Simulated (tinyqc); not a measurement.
Ellipsometry and reflectance of a transparent film on an absorbing substrate: one step of the calculation.

Air (index 1), film, substrate with N2 = n2 - i k2; time factor exp(+i w t). q_j = sqrt(N_j^2 - sin^2 th), root with positive real part. Fresnel coefficients r_s = (q_a - q_b)/(q_a + q_b), r_p = (N_b^2 q_a - N_a^2 q_b)/(N_b^2 q_a + N_a^2 q_b). tan(Psi) exp(i Delta) = R_p/R_s, Delta taken from 0 to 360 degrees.

Problem. Interface coefficients and thickness period. q0, q1, q2 and the coefficients r01 and r12 for p and s; the results repeat in d with the period lam/(2 q1).

Values chosen for this exercise; indices close to those of a porous low-k film on silicon:
```
symbol,value,unit,meaning
lam,632.8,nm,wavelength
th,75,degrees,angle of incidence
n1,1.298,,index of the transparent film
n2,3.882,,index of the substrate
k2,0.019,,extinction coefficient of the substrate
```

Give: q0; q1; q2; r01,p; r01,s; r12,p; r12,s; period.

Solution.

q0 = 0.2588
q1 = 0.8671
q2 = 3.760-0.020i
r01,p = -0.3307
r01,s = -0.5402
r12,p = 0.3470-0.0020i
r12,s = -0.6252+0.0016i
period = 364.9 nm

Numbers from tinyqc (`OMP_NUM_THREADS=1 python tinyqc.py 2870115 2870116 out.jsonl`; about 0.4 s on one thread of a shared Intel Xeon 2.30GHz).
